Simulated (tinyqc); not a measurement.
# Time-dependent dielectric breakdown: cell percolation, Weibull statistics, area scaling and voltage extrapolation, step by step

A worked calculation. Computed by tinyqc, a small Python program that keeps every step. Command: `OMP_NUM_THREADS=1 python tinyqc.py 3011653 3011654 out.jsonl tddb walk`. One thread of a shared host (Intel(R) Xeon(R) Processor @ 2.30GHz), about 0.01 s of CPU time with the checks. Intermediate numbers are printed to about 7 digits and carried at full precision; extremes and crossings named in words are read from the listed rows.

The oxide is divided into columns of area a^2, each holding m = t_ox/a cells (m is taken as continuous). A share lambda(t) = (t/t_1)^alpha of the cells is defective, and a column whose cells are all defective breaks down.

Inputs (values chosen for the exercise, for a model gate oxide):
```
quantity                                                   value  unit
oxide thickness t_ox                                         4.9    nm
defect cell size a                                           1.1    nm
exponent alpha of defect growth                              0.5     -
time t_1 at which the occupied share would reach 1       7.3e+06     s
test area A                                                    2  um^2
product area A_u                                           4e+06  um^2
stress voltage V                                            6.77     V
use voltage V_u                                              2.8     V
local exponent n = -d ln t/d ln V at the stress voltage       27     -
activation energy E_a                                       0.57    eV
stress temperature T                                         125     C
use temperature T_u                                           85     C
allowed failure fraction F                                 0.001     -
```

Voltage law used: power.

Constants: k_B = 8.617333262e-05 eV/K.

## Weibull parameters from the cell model

Failure fraction F = 1 - (1 - lambda^m)^N with N = A/a^2 columns, which for small lambda^m is 1 - exp(-(t/t63)^beta) with beta = alpha m and t63 = t_1 N^(-1/beta); critical share lambda(t63) = N^(-1/m). 1 um^2 = 1e6 nm^2.

cells per column m = 4.454545

columns N = 1652893

Weibull slope beta = 2.227273

characteristic life t63 = 11788.48 s

critical share of defective cells = 0.04018533

Times between F = 10 % and 90 % span a factor 3.99: the smaller beta = alpha m, the wider the scatter. Caution: t_1 is an input here; in a real oxide it changes with thickness at fixed voltage.

## A sample of breakdown times

uniform random numbers u: 0.0313  0.2074  0.7294  0.5163  0.7159  0.2138  0.8391  0.8733

Each device fails at t = t63 (-ln(1 - u))^(1/beta). Sort the times; median rank F_i = (i - 0.3)/(n_s + 0.4) for n_s devices; W = ln(-ln(1 - F_i)).

Weibull plot:
```
i     t (s)        F_i      ln t          W
1   2506.57  0.0833333  7.826671  -2.441716
2   6122.68  0.2023810  8.719755  -1.486671
3   6217.66  0.3214286  8.735149  -0.947354
4  10211.73  0.4404762  9.231292  -0.543574
5  13070.10  0.5595238  9.478083  -0.198574
6  13294.75  0.6785714  9.495125   0.126615
7  15451.49  0.7976190  9.645460   0.468505
8  16328.21  0.9166667  9.700650   0.910235
```

## Fitting the sample

W = ln(-ln(1 - F_i)) with the median ranks F_i. Least squares in W: W = beta ln t - beta ln t63. Maximum likelihood: solve sum t^b ln t/sum t^b - 1/b = mean of ln t for b, then t63 = (mean of t^b)^(1/b).

slope by least squares = 1.650382

t63 by least squares = 12277.29 s

slope by maximum likelihood = 2.420667

t63 by maximum likelihood = 11723.93 s

The true values are beta = 2.227 and t63 = 11800 s. With 8 devices the standard error of the maximum-likelihood slope is about 0.78 beta/sqrt(n_s) = 0.61; the fits miss by -0.58 and +0.19, and t63 by +4 and -1 %.

## Projection to use conditions

All three voltage laws share the slope n at the stress voltage. Factor t(V_u)/t(V): E law exp(n (1 - V_u/V)); 1/E law exp(n (V/V_u - 1)); power law (V/V_u)^n. Temperatures in kelvin are T(C) + 273.15. Temperature factor exp[(E_a/k_B)(1/T_u - 1/T)]; area factor (A/A_u)^(1/beta); percentile factor (-ln(1 - F))^(1/beta); life = t63 x all four; 1 year = 3.15576e7 s.

voltage factor = 2.252305e+10

temperature factor = 6.394603

area factor = 0.001482402

percentile factor = 0.04499443

projected life = 3588.555 years

Area and percentile together cost 4.2 decades, voltage and temperature return 11.2; a ten-year target is met. Caution: a voltage factor of more than nine decades rests wholly on the chosen law and cannot be tested.

## Three voltage laws

Life = t63 x voltage, temperature, area and percentile factors, the last three as above.

Log10 of the life in years:
```
V_u/V  V_u (V)      E law   1/E law  power law
1.00    6.7700  -6.797708  -6.79771  -6.797708
0.95    6.4315  -6.211410  -6.18055  -6.196245
0.90    6.0930  -5.625112  -5.49482  -5.562255
0.80    5.4160  -4.452517  -3.86622  -4.181137
0.70    4.7390  -3.279922  -1.77230  -2.615355
0.60    4.0620  -2.107327   1.01959  -0.807791
0.50    3.3850  -0.934732   4.92824   1.330102
0.40    2.7080   0.237863  10.79122   3.946673
```

At V_u/V = 0.9 the laws differ by 0.13 decades at most, and at 0.5 by 5.9. The E law is the most cautious and the 1/E law the most hopeful. Ten years are reached at V_u/V = 0.335 (E), 0.601 (1/E), 0.514 (power). Caution: the rows at low voltage extrapolate over many decades and cannot be tested.

Checks made by the program: Weibull form against the exact column count at t63 (relative difference 2e-07).
